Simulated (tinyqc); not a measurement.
MESFET, gradual channel with velocity saturation: one step of the calculation.

A uniformly doped n-type channel, depleted from the top by a Schottky gate; at channel potential V the depleted share of a is u = sqrt((Vbi - Vg + V)/Vp), s at the source. Electrons drift with v = mu E/(1 + mu E/vsat). Abrupt depletion edge, no series resistance, source at 0.

Task. Current below saturation. u = sqrt((Vbi - Vg + Vd)/Vp). I = (G0 Vp/3) F/(1 + Z (u^2 - s^2)), F = 3 (u^2 - s^2) - 2 (u^3 - s^3), with u at V = Vd; Z = 0 gives constant mobility, for which u stops at 1.

Values chosen for this exercise:
- Vg = 0 V (gate voltage)
- Vd = 0.29 V (drain voltage)

Vbi = 0.79360190 V
Vp = 2.7022058 V
G0 = 2099.4923 mS
Z = 48.121473
s = 0.54192868

Wanted: u; F; I for Z = 0; I.

Result.

u = 0.63325
F = 0.13240
I for Z = 0 = 250.38 mA
I = 40.617 mA

The falling mobility lowers the current by 83.8 %.

Numbers from tinyqc (`OMP_NUM_THREADS=1 python tinyqc.py 2500054 2500055 out.jsonl`; about 0.04 s on one thread of a shared Intel Xeon 2.30GHz).
